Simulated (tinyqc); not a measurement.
Electroplating on a thin resistive seed layer: kinetics, Wagner number and the terminal effect across a wafer. Changing the mean current density. Computed by tinyqc, a small Python program. Command: `OMP_NUM_THREADS=1 python tinyqc.py 3120441 3120442 out.jsonl terminal sweep`. One thread of a shared host (Intel(R) Xeon(R) Processor @ 2.30GHz), about 0.04 s of CPU time with the checks.

Current enters the seed at the rim. The bath is treated as a local resistance per area (no lateral flow in the liquid), two electrons per ion, molar volume 7.11 cm^3/mol, Faraday constant F = e N_A, kinematic viscosity 0.01 cm^2/s, omega = 2 pi x rpm/60; k_B T/e is in volts.

Inputs (values chosen for the exercise, of the order of those for copper plating from an acid sulfate bath):
```
quantity                               value         unit
wafer radius R                           7.5           cm
seed thickness t                          35           nm
seed resistivity                           3  microohm cm
bath conductivity kappa                0.076         S/cm
gap to the anode h                       9.2           cm
extra resistance of a porous plate         0     ohm cm^2
exchange current density i_0            0.32      mA/cm^2
cathodic transfer coefficient alpha     0.54            -
diffusivity of the metal ion         6.8e-06       cm^2/s
metal ion concentration                 0.34        mol/L
rotation rate                            100          rpm
temperature T                            298            K
```

Constants: e = 1.602176634e-19 C; N_A = 6.02214076e+23 1/mol; k_B = 8.617333262e-05 eV/K.

Method:
- Growth rate = i V_m/(2 F). Levich limit i_L = 0.62 x 2 F D^(2/3) omega^(1/2) nu^(-1/6) c. Tafel overpotential eta = (k_B T/(alpha e)) ln(i/i_0); kinetic resistance k_B T/(alpha e i); bath resistance h/kappa + plate; R_s = resistivity/t; Wagner number = kinetic resistance x kappa/R.
- Linearised: with R_t = kinetic + bath resistance the current density obeys (1/r)(r i')' = i R_s/R_t, so i = A I_0(r/l), l = sqrt(R_t/R_s); with x = R/l, edge/centre = I_0(x) and edge/mean = x I_0(x)/(2 I_1(x)).
- Voltage drop in the seed for a uniform current: i R_s R^2/4.
- Full model: seed potential phi(r) with (1/r)(r phi')' = R_s i, where i solves phi = R_b i + (k_B T/(alpha e)) ln(i/i_0) (phi being the driving voltage left at r); phi'(0) = 0 and phi'(R) = R_s i_mean R/2. Solved by collocation to a tolerance of 1e-7.

One run for each value; columns: (1) mean current density (mA/cm^2); (2) edge over centre, full model; (3) kinetic resistance (ohm cm^2); (4) growth rate (nm/min); (5) drop for uniform current (mV):
```
(1)     (2)    (3)   (4)    (5)
1.3   1.078  36.58    29   15.7
2.3   1.087  20.68    51   27.7
4.0   1.093  11.89    88   48.2
6.8   1.096   6.99   150   82.0
12.0  1.099   3.96   265  144.6
20.0  1.100   2.38   442  241.1
35.0  1.101   1.36   774  421.9
60.0  1.101   0.79  1326  723.2
```

Over the rows, edge over centre, full model rises from 1.08 to 1.10 (exponent d ln y / d ln x 0.014 between the first rows and 8.1e-4 between the last); kinetic resistance (ohm cm^2) falls from 36.6 to 0.793 (exponent d ln y / d ln x about -1.0 throughout); growth rate (nm/min) rises from 28.7 to 1330 (exponent d ln y / d ln x about 1.00 throughout).

Caution (rows 35.0, 60.0): the mean current exceeds 0.3 i_L, so depletion of metal ions, left out of the distribution, matters. Caution (rows 60.0): at the rim the current nears the limiting value, which would flatten the real profile.
